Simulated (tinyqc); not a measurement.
What moves the coefficients: Boltzmann transport in a parabolic band with a power-law relaxation time.

F_j(eta) = (1/Gamma(j + 1)) integral_0^infinity x^j dx/(1 + exp(x - eta)), which tends to exp(eta) for eta << 0.

n = N F_1/2(eta) with N = 2 (m kB T/(4 pi c))^(3/2) with c = hbar^2/2m0, in 1/angstrom^3; times 1e24 for 1/cm^3, m = md.

tau = tau0 x^r with x = E/kT. With K_j = Gamma(j + 1) F_j(eta): <tau> = tau0 (r + 3/2) K_(r+1/2)/((3/2) K_(1/2)); mu = <tau>/(mc m0/e), m0/e = 5.685630e-12 kg/C; Hall factor rH = (3/2) K_(1/2) (2r + 3/2) K_(2r+1/2)/((r + 3/2) K_(r+1/2))^2; Seebeck S = -(kB/e) [(r + 5/2) K_(r+3/2)/((r + 3/2) K_(r+1/2)) - eta]; Lorenz number L = (kB/e)^2 [(r + 7/2) K_(r+5/2)/((r + 3/2) K_(r+1/2)) - ((r + 5/2) K_(r+3/2)/((r + 3/2) K_(r+1/2)))^2]; kB/e in V/K. Valley anisotropy is left out of rH.

Constants: hbar^2/2m0 = 3.80998211 eV angstrom^2; kB = 8.617333262e-05 eV/K.

Inputs chosen for the exercise (masses near those of GaN; tau0 is set for a mobility of the usual size at this n, kL is a free input; freeze-out and phonon drag, which matter near 77 K, are left out; not measured data):
- md = 0.189 m0 (density-of-states mass)
- mc = 0.189 m0 (conductivity mass)
- tau0 = 36 fs (tau at E = kT)
- r = 1.5 (exponent of tau)
- T = 77 K
- kL = 1.9 W/(m K) (lattice thermal conductivity)
- n = 1.2e+17 1/cm^3 (electron density)

sigma = e n mu with e = 1.602176634e-19 C; ZT = S^2 sigma T/(kL + L sigma T).

One parameter was then changed.

Results before and after:
```
case     mu (cm^2/(V s))  sigma (S/cm)  S (microvolt/K)      ZT
base                1669         32.08           -410.4  0.0218
changed             1586         30.48           -476.9  0.0461
```

Which of these changes was made? (a) T = 127 K; (b) md = 0.246 m0; (c) n = 2.4e+17 1/cm^3; (d) kL = 0.95 W/(m K); (e) tau0 = 54 fs; (f) mc = 0.2457 m0.

Answer: (a) T = 127 K. Of the candidates, run in turn, only this one gives the changed row.

All candidates:
```
case                mu (cm^2/(V s))  sigma (S/cm)  S (microvolt/K)      ZT
base                           1669         32.08           -410.4  0.0218
md = 0.246 m0                  1617         31.09           -445.5  0.0249
mc = 0.2457 m0                 1284         24.68           -410.4  0.0168
n = 2.4e+17 1/cm^3             1828         70.30           -347.8  0.0342
tau0 = 54 fs                   2503         48.12           -410.4  0.0327
kL = 0.95 W/(m K)              1669         32.08           -410.4  0.0435
T = 127 K                      1586         30.48           -476.9  0.0461
```

The row for T keeps tau0 fixed; for phonon scattering tau0 itself falls as T rises.

(tinyqc, `OMP_NUM_THREADS=1 python tinyqc.py 1652323 1652324 out.jsonl`, Intel(R) Xeon(R) Processor @ 2.30GHz, 1 thread, shared host, about 0.01 s.)
